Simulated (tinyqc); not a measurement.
Smoothing against break-up: capillary instabilities by surface diffusion: grooving and agglomeration of films, edge retraction, wire break-up and smoothing of roughness. Computed by tinyqc, a small Python program. Command: `OMP_NUM_THREADS=1 python tinyqc.py 3026411 3026412 out.jsonl dewet walk`. One thread of a shared host (Intel(R) Xeon(R) Processor @ 2.30GHz), about 0.01 s of CPU time with the checks.

Isotropic surface energy; shapes change by surface diffusion alone.

Inputs (values chosen for the exercise, of the order of those of a gold film):

| quantity | value | unit |
|---|---|---|
| surface energy gamma_s | 1.46 | J/m^2 |
| grain-boundary energy gamma_b | 0.37 | J/m^2 |
| atomic volume Omega | 17 | angstrom^3 |
| surface sites nu | 11 | 1/nm^2 |
| prefactor D0 | 6.9e-06 | m^2/s |
| activation energy Q | 0.853 | eV |
| temperature T | 492 | K |
| film thickness h | 8.5 | nm |
| grain radius R | 66 | nm |
| wire radius r | 21 | nm |
| initial ripple over radius | 0.02 | - |
| roughness wavelength lambda | 41 | nm |

Grooves: at the surface only.

Constants: k_B = 8.617333262e-05 eV/K; k_B = 1.380649e-23 J/K.

Method:
- Groove angle beta: sin(beta) = gamma_b/(2 gamma). For circular grains of radius R with spherical caps the groove ends (measured from the mean surface) at the depth R g(beta), g = (2 - 3 cos beta + cos^3 beta)/(3 sin^3 beta). The film parts if R g(beta_s) > h.
- B = D_s nu gamma_s Omega^2/(k_B T), D_s = D0 exp(-Q/(k_B T)).
- A wire with r + A cos(k z) has dA/dt = (B/r^4) (kr)^2 [1 - (kr)^2] A: unstable for wavelengths above 2 pi r, fastest at kr = 1/sqrt 2 with the rate B/(4 r^4); break-up time about (4 r^4/B) ln(r/A0); each wavelength makes a sphere of radius (3 r^2 lambda_m/4)^(1/3).
- Roughness of wavelength lambda on a flat face decays as exp[-B (2 pi/lambda)^4 t]; the smoothing time is that for a factor e^3.

beta_s = 7.27965 degrees

Times (s); the last column is (h/(0.780 tan beta_s))^4/B:

| T (K) | B (nm^4/s) | smoothing | wire break-up | groove to depth h |
|---|---|---|---|---|
| 418 | 2.8821e+02 | 1.8872e+01 | 1.0559e+04 | 1.8376e+05 |
| 443 | 1.0348e+03 | 5.2561e+00 | 2.9408e+03 | 5.1179e+04 |
| 467 | 3.0951e+03 | 1.7574e+00 | 9.8325e+02 | 1.7112e+04 |
| 492 | 8.6254e+03 | 6.3060e-01 | 3.5282e+02 | 6.1402e+03 |
| 517 | 2.1716e+04 | 2.5048e-01 | 1.4014e+02 | 2.4389e+03 |
| 541 | 4.8523e+04 | 1.1210e-01 | 6.2718e+01 | 1.0915e+03 |
| 590 | 2.0335e+05 | 2.6749e-02 | 1.4966e+01 | 2.6045e+02 |

All times share 1/B, so their ratios do not depend on T: break-up over smoothing is 560. An anneal can smooth this roughness well before the wire breaks. Smoothing is safe for lambda well below 2 pi r, above which a ripple along the wire grows instead. B spans 2.8 decades over these rows.
